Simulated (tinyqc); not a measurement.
When the interface binds a state: heterojunction of two tight-binding chains.

Left chain: hopping -t1, sites at 2 t1 (band bottom 0). Right chain: hopping -t2, sites at dE + 2 t2 (bottom dE). t = c/(m a^2), c = hbar^2/2m0. The bond across the interface is -tc with tc = f sqrt(t1 t2), and the last left site has the extra energy U. In a chain E = bottom + 2t (1 - cos(ka)); the surface Green function of a half chain is g = -exp(ika)/t, with Im k > 0 where cos(ka) > 1.

Constants: hbar^2/2m0 = 3.80998211 eV angstrom^2.

Parameters, chosen for this exercise (masses and offset of the size met at Si / SiGe; the results hold for these values, not for the real material): a = 5 angstrom (site spacing); m1 = 0.206 m0 (mass on the left); m2 = 0.193 m0 (mass on the right); dE = 0.12 eV (band offset); f = 1.24 (factor on the interface hopping).

A state below both bands solves E - 2 t1 - U - S1(E) - S2(E) = 0 for E < 0, with S1 = -t1 z1, S2 = -(tc^2/t2) z2 and |z| < 1 the decaying root of z + 1/z = 2 - (E - bottom)/t. Decay lengths -a/ln|z|. The threshold is the U that solves the equation at E = 0. A dash: no bound state.

Interface state:
```
U (eV)   E (eV)  decay left (angstrom)  decay right (angstrom)
-0.06   -0.0083                   47.3                    12.5
-0.12   -0.0194                   30.9                    12.0
-0.18   -0.0334                   23.6                    11.4
-0.22   -0.0441                   20.5                    11.1
-0.26   -0.0558                   18.3                    10.7
-0.32   -0.0749                   15.8                    10.2
-0.40   -0.1032                   13.5                     9.5
-0.60   -0.1865                   10.1                     8.2
```

threshold U = 0.0324 eV

What does the comparison show?

The strong interface bond binds a state even at U = 0 (threshold +0.0324 eV); 8 of the 8 rows are bound. At U = -0.6 eV the state decays over 10.1 angstrom to the left and 8.2 to the right, where the band lies higher.

Program tinyqc; command `OMP_NUM_THREADS=1 python tinyqc.py 1480953 1480954 out.jsonl`; about 0.01 s on one thread of a shared Intel(R) Xeon(R) Processor @ 2.30GHz.
